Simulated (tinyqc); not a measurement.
MOS capacitor with interface traps: C-V stretch-out, conductance peak and subthreshold swing: one step, computed by the program tinyqc. Command: `OMP_NUM_THREADS=1 python tinyqc.py 3029647 3029648 out.jsonl mostraps walk`. One thread of a shared host (Intel(R) Xeon(R) Processor @ 2.30GHz), about 0.01 s of CPU time with the checks.

Energies at the interface are counted from the valence band. psi > 0 means bending towards depletion, so the surface potential is -psi. Boltzmann statistics, full ionisation, no quantum confinement. Traps are neutral when filled up to E_n, with a sharp (zero-temperature) occupation.

Question. Charges at the given band bending. With u = psi/k_B T and r = (n_i/N)^2: F = sqrt(exp(-u) + u - 1 + r (exp(u) - u - 1)); Q_s = +sign(u) sqrt(2) eps_s eps_0 (k_B T/e) F/L_D; C_s = (eps_s eps_0/(sqrt(2) L_D)) |1 - exp(-u) + r (exp(u) - 1)|/F; at high frequency, below strong inversion, the terms in r are dropped. D(E) = D_0 + D_1 exp(-(E - E_p)^2/2 w^2). E_F at the interface is E_s = E_F - psi; Q_it = -e int from E_n to E_s of D(E) dE; C_it = e D(E_s) (per volt); V_G = phi_ms - psi - (Q_s + Q_it + e N_f)/C_ox.

Inputs (values chosen for the exercise, for a model semiconductor): dielectric constant eps_s = 14.9; doping N = 1.3e+17 cm^-3; work-function difference phi_ms = 0.44 V; fixed charge N_f = 1.7e+11 cm^-2; trap density D_0 = 9.5e+10 cm^-2 eV^-1; neutrality level E_n = 0.37 eV; band bending towards depletion psi = 0.57 V; temperature T = 400 K; peak density D_1 = 4.6e+11 cm^-2 eV^-1; peak width w = 0.13 eV; peak position E_p = 0.641 eV.

Substrate: n-type. Trap spectrum: flat plus a Gaussian peak.

k_B T = 0.03446933 eV

n_i = 1.014937e+13 cm^-3

Debye length L_D = 14.77601 nm

bulk E_F = 0.8508176 eV

C_ox = 0.3663203 microF/cm^2

Constants: eps_0 = 8.8541878128e-12 F/m; e = 1.602176634e-19 C.

Give: E_s; Q_s; C_s; C_s at high frequency; D(E_s); Q_it; C_it; gate voltage V_G.

Answer.

E_s = 0.2808 eV

Q_s = 0.1721 microC/cm^2

C_s = 0.1745 microF/cm^2

C_s at high frequency = 0.1602 microF/cm^2

D(E_s) = 1.049e+11 cm^-2 eV^-1

Q_it = 0.001736 microC/cm^2

C_it = 0.01681 microF/cm^2

gate voltage V_G = -0.6788 V

The traps hold positive charge because E_s lies below E_n.
